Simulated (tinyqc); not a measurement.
Spin coating of a resist or spin-on film: centrifugal thinning, evaporation and the final thickness (Emslie and Meyerhofer models). From one set of inputs to another, one input at a time. Computed by tinyqc, a small Python program. Command: `OMP_NUM_THREADS=1 python tinyqc.py 3113776 3113777 out.jsonl spincoat ladder`. One thread of a shared host (Intel(R) Xeon(R) Processor @ 2.30GHz), about 0.3 s of CPU time with the checks.

A Newtonian film stays uniform over the wafer; solvent and solids have the same density and the concentration is uniform through the thickness.

The inputs printed are set A. Inputs not listed in the table keep their values of set A, so the rows need not describe a real material.

Inputs (values chosen for the exercise, of the order of those of a polymer resist in an ester solvent):

| quantity | value | unit |
|---|---|---|
| solids volume fraction c0 | 0.18 | - |
| kinematic viscosity of the solvent nu_s | 1.7 | mm^2/s |
| viscosity constant k | 360 | mm^2/s |
| viscosity exponent gamma | 2.1 | - |
| spin speed f | 2000 | rpm |
| evaporation rate at 1000 rpm e0 | 0.065 | micrometre/s |
| starting thickness h0 | 600 | micrometre |
| wafer radius R | 100 | mm |
| shrinkage in the bake | 11 | % |

Method:
- omega = 2 pi f/60; nu(c) = nu_s + k c^gamma; evaporation rate e = e0 sqrt(f/1000 rpm).
- Flow constant K = 2 omega^2/(3 nu(c0)); Reynolds number of the air omega R^2/nu_air with nu_air = 15 mm^2/s.
- Meyerhofer estimate: flow rules until (1 - c0) K h^3 = e, then evaporation alone: h_w = (e/((1 - c0) K))^(1/3), dry film c0 h_w.
- Full model for solids s and liquid l per area, h = s + l, c = s/h: ds/dt = -c Q, dl/dt = -(1 - c) Q - e, Q = 2 omega^2 h^3/(3 nu(c)); integrated adaptively (relative tolerance 1e-9) until l = 0.
- Dry film = s at l = 0, before the bake; film after the bake = s x (1 - shrinkage).

Each row keeps all changes above it:

| input moved | from | to | dry film (nm) | dry film, estimate (nm) | wet thickness h_w (micrometre) |
|---|---|---|---|---|---|
| set A | - | - | 700.3 | 636.3 | 3.535 |
| evaporation rate at 1000 rpm e0 (micrometre/s) | 0.065 | 0.16 | 945.5 | 859.2 | 4.773 |
| viscosity constant k (mm^2/s) | 360 | 320 | 913.2 | 831.2 | 4.618 |
| kinematic viscosity of the solvent nu_s (mm^2/s) | 1.7 | 1.6 | 911.0 | 828.5 | 4.603 |
| spin speed f (rpm) | 2000 | 800 | 1440.5 | 1310.0 | 7.278 |
| solids volume fraction c0 | 0.18 | 0.35 | 4337.3 | 4206.5 | 12.019 |
| viscosity exponent gamma | 2.1 | 2.8 | 3576.2 | 3343.4 | 9.553 |

Which inputs carry the difference?

dry film goes from 700 to 3580, a factor 5.11 in all. The largest single move comes from solids volume fraction c0 (a factor 3.01), and viscosity exponent gamma works against it (a factor 0.825). dry film, estimate goes from 636 to 3340, a factor 5.25 in all. The largest single move comes from solids volume fraction c0 (a factor 3.21), and viscosity exponent gamma works against it (a factor 0.795). wet thickness h_w goes from 3.54 to 9.55, a factor 2.70 in all. The largest single move comes from solids volume fraction c0 (a factor 1.65), and viscosity exponent gamma works against it (a factor 0.795). The single moves hold for this order of the switches; the total does not depend on the order.

Extremes, crossings and ranges named in words are read from the listed rows.
